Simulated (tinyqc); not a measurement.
# Inputs raised by 2 %, one at a time

Model: Frenkel-Kontorova chain: a misfit dislocation (kink) in a monolayer on a periodic substrate. Computed by tinyqc, a small Python program. Command: `OMP_NUM_THREADS=1 python tinyqc.py 3028036 3028037 out.jsonl fkchain sens`. One thread of a shared host (Intel(R) Xeon(R) Processor @ 2.30GHz), about 0.03 s of CPU time with the checks.

E = sum_j [(k/2)(x_(j+1) - x_j - b)^2 + (W/2)(1 - cos(2 pi x_j/a))], x_j = a (j + u_j). A kink takes u from 0 to 1: the chain is stretched by one period and has one atom fewer than wells.

Inputs (values chosen for the exercise, for a model overlayer):

| quantity | value | unit |
|---|---|---|
| spring constant k | 3.2 | eV/angstrom^2 |
| substrate period a | 2.59 | angstrom |
| corrugation W | 4.58 | eV |
| misfit f = (b - a)/a | 0.15 | - |
| atoms on each side n | 8 | - |
| atomic mass M | 14.6 | u |

Relaxation: Newton steps.

Constants: nu for 1 eV/(angstrom^2 u) = 15.6333042 THz.

Method:
- l0 = sqrt(k a^2/(2 W)); kink u(j) = (2/pi) arctan exp(pi j/l0); kink energy at f = 0: E0 = (4/pi) W l0; with misfit E0 - k a^2 f; kinks become favourable at f_c = 2/(pi l0), and a coherent chain with free ends loses stability at f_m = 1/l0. Lowest vibration of the flat chain: nu0 = 15.6333042 THz x sqrt(2 pi^2 W/(a^2 M)).
- Discrete chain at f = 0, ends held at u = 0 and 1: E = (k a^2/2) sum (u_(j+1) - u_j)^2 + (W/2) sum (1 - cos 2 pi u_j), gradient g_j = k a^2 (2 u_j - u_(j-1) - u_(j+1)) + pi W sin(2 pi u_j), Hessian 2 k a^2 + 2 pi^2 W cos(2 pi u_j) on the diagonal and -k a^2 beside it.
- Start as above (continuum shape at j + 1/2, j = -n..n-1, l0 = sqrt(k a^2/(2 W))). u(new) = u - H^-1 g; stop when the largest gradient is below 1e-9 eV.
- Repeat by Newton steps with an atom at the centre (j = -n..n, u_0 = 1/2). Barrier = difference of the two energies; the lowest Hessian eigenvalue tells minimum from saddle.

Runs:

| input moved | from | to | kink width l0 | kink energy E0 (eV) | Peierls barrier (meV) | energy, centre between atoms (eV) |
|---|---|---|---|---|---|---|
| base run | - | - | 1.531 | 8.927 | 1498 | 7.546 |
| spring constant k (eV/angstrom^2) | 3.2 | 3.264 | 1.546 | 9.016 | 1466 | 7.654 |
| substrate period a (angstrom) | 2.59 | 2.6418 | 1.561 | 9.105 | 1433 | 7.764 |
| corrugation W (eV) | 4.58 | 4.6716 | 1.516 | 9.016 | 1562 | 7.587 |
| misfit f = (b - a)/a | 0.15 | 0.153 | 1.531 | 8.927 | 1498 | 7.546 |
| atomic mass M (u) | 14.6 | 14.892 | 1.531 | 8.927 | 1498 | 7.546 |

Exponents ln(y'/y) / ln(x'/x):

| input | kink width l0 | kink energy E0 | Peierls barrier | energy, centre between atoms |
|---|---|---|---|---|
| spring constant k | 0.5 | 0.5 | -1.111 | 0.720 |
| substrate period a | 1.0 | 1.0 | -2.244 | 1.437 |
| corrugation W | -0.5 | 0.5 | 2.090 | 0.276 |
| misfit f = (b - a)/a | 0.0 | 0.0 | 0.000 | 0.000 |
| atomic mass M | 0.0 | 0.0 | 0.000 | 0.000 |

Among the inputs moved here: kink width l0 answers most in size to substrate period a (exponent +1.000), next to spring constant k (+0.500); its exponent is below 0.0005 for misfit f = (b - a)/a, atomic mass M. kink energy E0 answers most in size to substrate period a (exponent +1.000), next to spring constant k (+0.500); its exponent is below 0.0005 for misfit f = (b - a)/a, atomic mass M. Its exponent +0.500 in spring constant k: the geometric mean of spring and corrugation. Its exponent +0.500 in corrugation W: the geometric mean of spring and corrugation. Peierls barrier answers most in size to substrate period a (exponent -2.244), next to corrugation W (+2.090); its exponent is below 0.0005 for misfit f = (b - a)/a, atomic mass M. energy, centre between atoms answers most in size to substrate period a (exponent +1.437), next to spring constant k (+0.720); its exponent is below 0.0005 for misfit f = (b - a)/a, atomic mass M.

Caution (all rows): a corrugation above 1 eV is larger than real overlayers usually show; it is chosen to keep the kink narrow. Caution (all rows): for l0 below about 3 the kink spans few atoms, and the continuum kink energy is off by about 2 per cent or more.
